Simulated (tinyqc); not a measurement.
Three voltage laws: time-dependent dielectric breakdown: cell percolation, Weibull statistics, area scaling and voltage extrapolation. Computed by tinyqc, a small Python program. Command: `OMP_NUM_THREADS=1 python tinyqc.py 3026870 3026871 out.jsonl tddb walk`. One thread of a shared host (Intel(R) Xeon(R) Processor @ 2.30GHz), about 0.01 s of CPU time with the checks.

The oxide is divided into columns of area a^2, each holding m = t_ox/a cells (m is taken as continuous). A share lambda(t) = (t/t_1)^alpha of the cells is defective, and a column whose cells are all defective breaks down.

Inputs (values chosen for the exercise, for a model gate oxide):

| quantity | value | unit |
|---|---|---|
| oxide thickness t_ox | 5.3 | nm |
| defect cell size a | 1 | nm |
| exponent alpha of defect growth | 0.32 | - |
| time t_1 at which the occupied share would reach 1 | 4.9e+07 | s |
| test area A | 10000 | um^2 |
| product area A_u | 5e+06 | um^2 |
| stress voltage V | 7.32 | V |
| use voltage V_u | 3.4 | V |
| local exponent n = -d ln t/d ln V at the stress voltage | 32 | - |
| activation energy E_a | 0.8 | eV |
| stress temperature T | 105 | C |
| use temperature T_u | 100 | C |
| allowed failure fraction F | 1e-06 | - |

Voltage law used: power.

Constants: k_B = 8.617333262e-05 eV/K.

Method:
- Failure fraction F = 1 - (1 - lambda^m)^N with N = A/a^2 columns, which for small lambda^m is 1 - exp(-(t/t63)^beta) with beta = alpha m and t63 = t_1 N^(-1/beta); critical share lambda(t63) = N^(-1/m). 1 um^2 = 1e6 nm^2.
- All three voltage laws share the slope n at the stress voltage. Factor t(V_u)/t(V): E law exp(n (1 - V_u/V)); 1/E law exp(n (V/V_u - 1)); power law (V/V_u)^n.
- Temperatures in kelvin are T(C) + 273.15.
- Temperature factor exp[(E_a/k_B)(1/T_u - 1/T)]; area factor (A/A_u)^(1/beta); percentile factor (-ln(1 - F))^(1/beta); life = t63 x all four; 1 year = 3.15576e7 s.
- Life = t63 x voltage, temperature, area and percentile factors, the last three as above.

projected life = 0.923953 years

voltage factor = 4.53972e+10

Log10 of the life in years:

| V_u/V | V_u (V) | E law | 1/E law | power law |
|---|---|---|---|---|
| 1.00 | 7.320 | -10.691 | -10.691 | -10.691 |
| 0.95 | 6.954 | -9.997 | -9.960 | -9.979 |
| 0.90 | 6.588 | -9.302 | -9.147 | -9.227 |
| 0.80 | 5.856 | -7.912 | -7.217 | -7.590 |
| 0.70 | 5.124 | -6.522 | -4.735 | -5.735 |
| 0.60 | 4.392 | -5.132 | -1.426 | -3.592 |
| 0.50 | 3.660 | -3.743 | 3.206 | -1.058 |
| 0.40 | 2.928 | -2.353 | 10.155 | 2.043 |

What follows from these numbers?

At V_u/V = 0.9 the laws differ by 0.15 decades at most, and at 0.5 by 6.9. The E law is the most cautious and the 1/E law the most hopeful. Ten years are reached at V_u/V = 0.159 (E), 0.543 (1/E), 0.431 (power). Caution: t_1 is an input here; in a real oxide it changes with thickness at fixed voltage. Caution: a voltage factor of more than nine decades rests wholly on the chosen law and cannot be tested. Caution: the rows at low voltage extrapolate over many decades and cannot be tested.
